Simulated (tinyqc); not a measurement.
Changing the shift s of the chemical potential: self-consistent Fermi level with native defects, at growth and after a quench. Computed by tinyqc, a small Python program. Command: `OMP_NUM_THREADS=1 python tinyqc.py 3012402 3012403 out.jsonl scfermi sweep`. One thread of a shared host (Intel(R) Xeon(R) Processor @ 2.30GHz), about 0.1 s of CPU time with the checks.

Energies are counted from the top of the valence band (VBM); when the gap shrinks with temperature the conduction band moves and the levels stay. The added dopant is taken as fully ionised. D and A draw on one reservoir with opposite signs, as the two vacancies of a compound do.

Inputs (values chosen for the exercise, with bands modelled on ZnSe):

| quantity | value | unit |
|---|---|---|
| gap E_g at 300 K | 2.74 | eV |
| slope -dE_g/dT above 300 K | 0.00055 | eV/K |
| electron mass m_e | 0.153 | m_0 |
| valleys M_c | 1 | - |
| hole mass m_h | 0.769 | m_0 |
| E_f of the neutral native donor D | 2.012 | eV |
| E_f of the neutral native acceptor A | 1.23 | eV |
| site density N_s | 4.1e+22 | cm^-3 |
| dopant density N_X | 4.1e+17 | cm^-3 |
| growth temperature T_g | 1370 | K |
| temperature of use T | 400 | K |

Added shallow dopant: donor.

levels of D above the VBM, most positive state first (eV): 1.48  2.09

levels of A above the VBM, (0/-1) first (eV): 0.984

Constants: m_0 = 9.1093837015e-31 kg; k_B = 1.380649e-23 J/K; h = 6.62607015e-34 J s; k_B = 8.617333262e-05 eV/K.

Method:
- E_f(D, 0) = input + s and E_f(A, 0) = input - s; E_f(q, E_F = 0) follows from the levels, eps(q/q-1) = E_f(q - 1) - E_f(q) at E_F = 0.
- E_g(T) = E_g - slope x max(0, T - 300 K).
- N_c = 2 M_c (2 pi m_e k_B T/h^2)^(3/2) and N_v = 2 (2 pi m_h k_B T/h^2)^(3/2), masses in units of m_0.
- At growth T = T_g.
- n = N_c F_1/2((E_F - E_g)/k_B T), p = N_v F_1/2(-E_F/k_B T).
- F_1/2(eta) = (2/sqrt(pi)) int_0^infinity sqrt(x)/(1 + exp(x - eta)) dx, by the trapezoid rule in t = sqrt(x) with step 0.02 up to t = 12 (for eta < -12 by exp(eta) - exp(2 eta)/2^(3/2)).
- In equilibrium c_q = N_s exp(-(E_f(q, 0) + q E_F)/k_B T).
- Net charge = p - n + sum q c_q + N_X; the log ratio is ln(positive charge/negative charge).
- E_F is the root of the log ratio, by 50 bisections between -0.5 eV and E_g + 0.5 eV.
- After a quench the totals of D and A stay as grown, and each is shared among its charge states with weights exp(-(E_f(q, 0) + q E_F)/k_B T).

One run for each value:

| shift s of the chemical potential (eV) | E_F at growth (eV) | total D (cm^-3) | total A (cm^-3) | E_F after the quench (eV) | n after the quench (cm^-3) | p after the quench (cm^-3) |
|---|---|---|---|---|---|---|
| -0.60 | 1.7554 | 5.1553e+18 | 5.2382e+18 | 1.9972 | 4.9910e+09 | 1.7873e-06 |
| -0.45 | 1.6255 | 4.9346e+18 | 6.2265e+18 | 1.5326 | 6.9829e+03 | 1.2774e+00 |
| -0.30 | 1.5053 | 5.2996e+18 | 8.0817e+18 | 1.4873 | 1.8752e+03 | 4.7568e+00 |
| -0.15 | 1.3945 | 6.4252e+18 | 1.1473e+19 | 1.4471 | 5.8539e+02 | 1.5238e+01 |
| 0.00 | 1.2893 | 8.6492e+18 | 1.7489e+19 | 1.3544 | 3.9723e+01 | 2.2456e+02 |
| 0.15 | 1.1869 | 1.2440e+19 | 2.8697e+19 | 1.0531 | 6.3530e-03 | 1.4041e+06 |
| 0.30 | 1.0858 | 1.8509e+19 | 5.2355e+19 | 1.0157 | 2.1458e-03 | 4.1571e+06 |
| 0.45 | 0.9852 | 2.7967e+19 | 1.1135e+20 | 0.9848 | 8.7653e-04 | 1.0177e+07 |
| 0.60 | 0.8850 | 4.2533e+19 | 2.8264e+20 | 0.9552 | 3.7101e-04 | 2.4043e+07 |

Over the rows, E_F at growth (eV) falls from 1.76 to 0.885; total D (cm^-3) goes from 5.16e18 through a minimum among these rows, 4.93e18 at -0.450, to 4.25e19; total A (cm^-3) rises from 5.24e18 to 2.83e20. Raising s makes D costlier and A cheaper. The quenched sample turns from n-type to p-type between s = -0.15 and 0 eV.

Caution (rows 0.150, 0.300, 0.450, 0.600): above about 2e19 cm^-3 defects interact, pair and form bands, which the dilute model leaves out.

Extremes, crossings and ranges named in words are read from the listed rows.
